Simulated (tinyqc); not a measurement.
# Gate sheet resistance from two finger widths

Inverse problem. At low frequency R = Rsh Wf/(3 L) + B/Wf, where B collects the channel and vertical terms. Find Rsh, B and the width of lowest R.

Inputs (values chosen for the exercise): channel length L = 0.5 um.

input resistance of single fingers, contacted at one end, of width 1.6 and 8.3 um (ohm): 181.82667  69.148273

Solution. R Wf is a straight line in Wf^2; the minimum of R lies where both terms are equal.

Rsh = 6.400 ohm/square
B = 280.0 ohm um
width of lowest R = 8.101 um

tinyqc, about 0.01 s, one thread, Intel Xeon 2.30GHz (shared host): `OMP_NUM_THREADS=1 python tinyqc.py 2262124 2262125 out.jsonl`
